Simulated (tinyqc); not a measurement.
One point for the whole zone: special k points of the bcc lattice.

Lattice vectors in units of a: a1 = (-1/2, 1/2, 1/2), a2 = (1/2, -1/2, 1/2), a3 = (1/2, 1/2, -1/2); reciprocal vectors b_i with a_i . b_j = 2 pi delta_ij. Mesh: k = sum_i f_i b_i with f_i = (2 j_i + shift)/(2 N), j_i = 0 .. N-1. The point group of the lattice has 48 operations; only those that map the mesh onto itself are used.

A_m(k) = sum over the m-th star of lattice vectors R of cos(k . R), stars in order of length: m = 1: |R|^2 = 0.75, 8 vectors, such as (1, 1, 1) in the basis a_i; m = 2: |R|^2 = 1, 6 vectors, such as (1, 1, 0) in the basis a_i; m = 3: |R|^2 = 2, 12 vectors, such as (2, 1, 1) in the basis a_i; m = 4: |R|^2 = 2.75, 24 vectors, such as (2, 2, 1) in the basis a_i; m = 5: |R|^2 = 3, 8 vectors, such as (2, 2, 2) in the basis a_i; m = 6: |R|^2 = 4, 6 vectors, such as (2, 2, 0) in the basis a_i. The zone mean of every A_m is zero.

Test function, the lower band of a two-band insulator: E(k) = -sqrt(D^2 + (e0 - t A_1(k))^2).

Values chosen for the exercise (out of a larger set: the lattice of W; not measured data): D = 2.06 eV (half gap term); t = 0.49 eV (coupling); e0 = 2.3 eV (offset).

The mean-value (Baldereschi) point is taken at k = (2 pi/a) (0.1667, 0.1667, 0.5), that is f = (0.25, 0.25, -0.0833); the reference is the mesh with N = 24.

Single points:
```
point,A_1,A_2,A_3,A_4,E (eV)
Gamma,8.000,6.000,12.000,24.000,-2.6207
mean-value point,0.000,0.000,-3.000,0.000,-3.0877
zone-face centre b1/2,0.000,-2.000,-4.000,0.000,-3.0877
```

reference mean = -3.2563 eV

What does the comparison show, and why?

The mean-value point makes A_1, A_2 and A_4 vanish. Its error is +169 meV, against +636 meV at Gamma and +169 meV at b1/2. E is not linear in A_1; its powers hold sums of nearest vectors and a non-zero mean, so this point is not exact. A_1 has the same value at b1/2, and E depends on A_1 alone, so this test cannot tell the two points apart.

Run: tinyqc, `OMP_NUM_THREADS=1 python tinyqc.py 1681864 1681865 out.jsonl`; Intel(R) Xeon(R) Processor @ 2.30GHz, one thread, shared host; about 0.2 s of CPU time with all checks.
